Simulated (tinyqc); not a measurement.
Inside a calculation. Model: hot electrons in a saturated n-channel MOSFET, lucky-electron model.

tinyqc, about 0.01 s, one thread, Intel Xeon 2.30GHz (shared host): `OMP_NUM_THREADS=1 python tinyqc.py 2550061 2550062 out.jsonl` Printed values are rounded.

Beyond pinch-off the lateral field grows as Esat cosh(y/l) over the velocity-saturated region (pseudo-two-dimensional model). Impact ionisation in this region gives the substrate current, which biases the body forward through Rsub. Currents are per width. Local-field laws: they overstate ionisation when the field peak is narrower than an energy relaxation length.

Values chosen for this exercise; values close to those of silicon n-channel devices:
```
symbol   value        unit                                   meaning
L         0.25          um                            channel length
tox        5.8          nm                           oxide thickness
xj          78          nm                            junction depth
VT        0.58           V                                 threshold
mu         380  cm^2/(V s)                        effective mobility
vs       8.5e6        cm/s                       saturation velocity
Ai         2e6        1/cm                      ionisation prefactor
Bi        1.85       MV/cm                          ionisation field
Rd         400      ohm um     resistance of the lightly doped drain
Rsub     17000      ohm um                      substrate resistance
kb        0.31              fall of VT per volt of forward body bias
lm         9.7          nm               hot-electron mean free path
pb         3.2           V                             oxide barrier
Cg      0.0038                         prefactor of the gate current
m          3.1                                     lifetime exponent
Hl       25000     s uA/um                         lifetime constant
Vd         2.4           V                             drain voltage
Vg         1.5           V                              gate voltage
```

Constants: eps0 = 8.8541878128e-14 F/cm where lengths are in cm. Results are converted to the units shown.

## Length and field scales

Cox = 3.9 eps0/tox, l = sqrt(3 tox xj), Esat = 2 vs/mu.

Cox = 0.595368 uF/cm^2
l = 36.8402 nm
Esat = 0.0447368 MV/cm
Esat L = 1.11842 V

## Iteration 1: body bias from the substrate current

Vb at the start = 0 V

Cox = 3.9 eps0/tox. Overdrive g = Vg - VT + kb Vb; Vdsat = g Esat L/(g + Esat L); Id = Cox vs (g - Vdsat); dV = Vd - Id Rd - Vdsat; Em = sqrt((dV/l)^2 + Esat^2); Isub = Id (Ai/Bi) l Em exp(-Bi/Em). Vb(new) = Rsub Isub.

Vdsat = 0.504777 V
Id = 210.129 uA/um
dV = 1.81117 V
Em = 0.493661 MV/cm
Isub = 9.74024 uA/um
Vb after iteration 1 = 0.165584 V

## Iteration 2: body bias from the substrate current

As before.

Vdsat = 0.519850 V
Id = 228.478 uA/um
dV = 1.78876 V
Em = 0.487602 MV/cm
Isub = 9.98489 uA/um
Vb after iteration 2 = 0.169743 V

## Course of the iteration: body bias from the substrate current

Stop when Vb changes by less than 1e-9 V, or after 60 iterations.

Course of the iteration:
```
iteration	Vb (V)	|change| (V)
1	0.165584	0.166
2	0.169743	4.16e-3
3	0.169838	9.51e-5
4	0.169840	2.17e-6
5	0.169840	4.94e-8
6	0.169840	1.13e-9
7	0.169840	2.57e-11
```

Converged in 7 iterations. At the end each change is about 0.023 times the one before: linear convergence.

## Gate current, lifetime and channel shortening

Id = 228.954 uA/um
dV = 1.78819 V
Em = 0.487448 MV/cm
Isub = 9.99061 uA/um

Ig = Cg Id exp(-pb/(lm Em)); lifetime tau = (Hl/Id)(Isub/Id)^(-m); length of the saturated region dL = l ln[(dV/l + Em)/Esat]. 1 year = 3.15576e7 s.

Isub/Id = 0.0436358
Ig = 1000.69 pA/um
tau = 0.0569605 years
dL = 113.447 nm

The lifetime misses ten years. Integrating Ai exp(-Bi/E) over the cosh profile gives Isub/Id = 0.0360, so the closed form is 21 % above it.
